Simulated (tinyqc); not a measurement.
From overall Si fraction x0 back to metal thickness t: thermodynamics of metal silicides: hull, first phase, silicon consumed, nucleation and stability against SiO2. Computed by tinyqc, a small Python program. Command: `OMP_NUM_THREADS=1 python tinyqc.py 3005912 3005913 out.jsonl silphase inv`. One thread of a shared host (Intel(R) Xeon(R) Processor @ 2.30GHz), about 0.01 s of CPU time with the checks.

Entropies of formation of the solids are neglected, so heats stand for free energies. Si fractions: M5Si3 0.3750, MSi 0.5000, MSi2 0.6667.

Inputs (values chosen for the exercise, of the order of those of tungsten silicides for heats and volumes only):
```
quantity                    value          unit
heat of formation of M5Si3  -16.6  kJ/mol atoms
heat of formation of MSi    -15.2  kJ/mol atoms
heat of formation of MSi2   -27.3  kJ/mol atoms
molar volume of M            9.55      cm^3/mol
molar volume of Si          12.06      cm^3/mol
silicon available t_Si         29            nm
```

Phases: M5Si3, MSi, MSi2.

Method. A phase is stable if it lies below every straight line between a phase on its left and one on its right (M and Si at zero). Distance = its heat less the lowest such line, negative for a stable phase. Overall Si fraction x0 = (t_Si/V_Si)/(t_Si/V_Si + t/V_M). In equilibrium the two stable phases that bracket x0 share the atoms by the lever rule.

Task: A run gave the result below. Find the metal thickness t, known to lie between 19 and 48 nm.

overall Si fraction x0 = 0.4215626

Result:

Each step takes the trial c = (a f_b - b f_a)/(f_b - f_a), f being the result less the target and a, b, c the logarithms of the listed values; c replaces end b, the old b replaces a if the sign of f changed, and otherwise f_a is halved.

Scan of the range:
```
metal thickness t (nm)  overall Si fraction x0
19.0                                  0.547235
22.2                                  0.508462
25.9                                  0.469961
30.2                                  0.431950
35.2                                  0.394818
41.1                                  0.358458
48.0                                  0.323604
```

False position (Illinois rule, in the logarithm of the input) inside the bracket:
```
step    end a    end b    trial  overall Si fraction x0
1     30.2000  35.2000  31.5225                0.421466
2     30.2000  31.5225  31.4978                0.421657
3     31.5225  31.4978  31.5100                0.421563
4     31.4978  31.5100  31.5100                0.421563
```

Overall Si fraction x0 falls at every point of a 13-point scan of the range (every second point is shown), so one value fits; it is bracketed by 30.2 and 35.2. Answer: metal thickness t = 31.51 nm.
